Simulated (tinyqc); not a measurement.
# Threshold-voltage variability of a planar MOSFET, analytic estimates, step by step

tinyqc, about 0.01 s, one thread, Intel Xeon 2.30GHz (shared host): `OMP_NUM_THREADS=1 python tinyqc.py 2090093 2090094 out.jsonl` Printed values are rounded.

Three independent sources add in quadrature: random dopants in the depleted layer, metal-gate grains of two orientations, and roughness of the two gate edges acting through the roll-off VT = VT(long) - Vr exp(-L/l). These are first-order estimates: no three-dimensional electrostatics, no percolation.

Parameters, values chosen for the exercise; material values close to those of silicon:
```
symbol,value,unit,meaning
T,250,K,temperature
Eg,1.14,eV,band gap
eps_r,11.8,,relative permittivity of the semiconductor
Nc,2.15e19,cm^-3,conduction-band density of states at T
Nv,2e19,cm^-3,valence-band density of states at T
Na,2.1e18,cm^-3,channel doping
ti,1.6,nm,oxide-equivalent thickness in inversion
L,32,nm,gate length
W,68,nm,gate width
G,7,nm,metal grain size
dW,0.2,eV,work-function difference of the two grain orientations
p,0.3,,share of the orientation of higher work function
De,1.4,nm,rms roughness of one gate edge
La,20,nm,correlation length of the roughness
l,8.1,nm,decay length of the threshold roll-off
Vr,2.3,V,prefactor of the roll-off
n,1.13,,subthreshold factor
gI,8,1/V,gm/I of a matched pair
sb,2.9,%,spread of the gain factor of one device
Nb,1048576,,number of cells
Y,0.991,,wanted yield
```

Constants: q = 1.602176634e-19 C, kB = 1.380649e-23 J/K, Vt = kB T/q, eps0 = 8.8541878128e-14 F/cm where lengths are in cm. Results are converted to the units shown.

Range of the model: gI s exceeds 0.2, so the linear formula for the current mismatch is only a rough guide.

## Random dopants

ni = sqrt(Nc Nv) exp(-Eg/(2 Vt)), Eg in volts; Cox = 3.9 eps0/ti; Wd = sqrt(4 eps0 eps_r Vt ln(Na/ni)/(q Na)); dopants: s1 = (q/Cox) sqrt(Na Wd/(3 L W)). The slope A1 = s1 sqrt(L W); mean number of dopants Na L W Wd.

Cox = 2.158208 uF/cm^2
Wd = 25.43082 nm
mean number of dopants = 116.2087
A1 = 0.9904813 mV um
s1 = 21.23327 mV

Counting alone, 1/sqrt(N) of the depletion voltage q Na Wd/Cox = 396 mV, would give sqrt(3) times more: dopants deep in the layer act less on the surface.

## Metal grains and edge roughness

Grains: Ng = L W/G^2 (at least 1), s2 = dW sqrt(p (1 - p)/Ng). Edges, with exponential correlation and u = W/La: the mean gate length has sL^2 = 2 De^2 (2/u)[1 - (1 - exp(-u))/u]; s3 = sL (Vr/l) exp(-L/l).

Ng = 44.40816
s2 = 13.75334 mV
sL = 1.284646 nm
dVT/dL = 5.464011 mV/nm
s3 = 7.019320 mV

## Total spread, mismatch and leakage

s = sqrt(s1^2 + s2^2 + s3^2). For a pair: s(dVT) = sqrt(2) s; current mismatch sqrt(2) sqrt((gI s)^2 + sb^2); input offset = current mismatch/gI. For a Gaussian VT the off current is log-normal with mean/median = exp(s^2/(2 (n Vt)^2)).

s = 26.25408 mV
s(dVT) = 37.12888 mV
current mismatch = 29.98490 %
input offset = 37.48113 mV
mean/median of Ioff = 1.788795

The dopants give 65.4 % of the variance; without them s would be 15.4 mV. A current mismatch this large is beyond the linear estimate.

## Iteration 1: margin in standard deviations for the wanted yield

k at the start = 2

Cells fail independently with probability Q(k) = erfc(k/sqrt(2))/2 when the margin is k standard deviations, and Y = exp(-Nb Q(k)). phi = exp(-k^2/2)/sqrt(2 pi). Newton steps on ln Q(k) = ln(-ln(Y)/Nb): k(new) = k + [ln Q - ln(-ln(Y)/Nb)] Q/phi.

Q(k) = 0.02275013
phi = 0.05399097
k after iteration 1 = 8.230270

## Iteration 2: margin in standard deviations for the wanted yield

As before.

Q(k) = 9.339614e-17
phi = 7.797106e-16
k after iteration 2 = 6.033361

## Course of the iteration: margin in standard deviations for the wanted yield

Stop when k changes by less than 1e-9, or after 30 iterations.

Course of the iteration:

| iteration | k | \|change\| |
|---|---|---|
| 1 | 8.230270 | 6.23 |
| 2 | 6.033361 | 2.20 |
| 3 | 5.649935 | 0.383 |
| 4 | 5.637611 | 0.0123 |
| 5 | 5.637598 | 1.27e-5 |
| 6 | 5.637598 | 1.36e-11 |

Converged in 6 iterations. At the end the number of correct digits about doubles with each step. With s(dVT) = 37.1 mV, 5.64 standard deviations are 209 mV.
